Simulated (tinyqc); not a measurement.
Threshold spread from leakage statistics.

Question. VT is Gaussian with standard deviation s and Ioff goes as exp(-VT/(n Vt)), so Ioff is log-normal: mean/median = exp(w^2/2) with w = s/(n Vt). Find w, s, the relative standard deviation sqrt(exp(w^2) - 1) and the share of devices that leak more than the mean, erfc(w/(2 sqrt(2)))/2.

Parameters, values chosen for the exercise:
- T = 273 K (temperature)
- n = 1.24 (subthreshold factor)

Constants: q = 1.602176634e-19 C, kB = 1.380649e-23 J/K, Vt = kB T/q. Results are converted to the units shown.

mean/median of the off current = 1.3341573

Solution. w = sqrt(2 ln(mean/median)); the mean lies w/2 standard deviations out in ln Ioff.

w = 0.7593
s = 22.15 mV
relative standard deviation = 0.8832
share above the mean = 35.21 %

Numbers from tinyqc (`OMP_NUM_THREADS=1 python tinyqc.py 2090057 2090058 out.jsonl`; about 0.01 s on one thread of a shared Intel Xeon 2.30GHz).
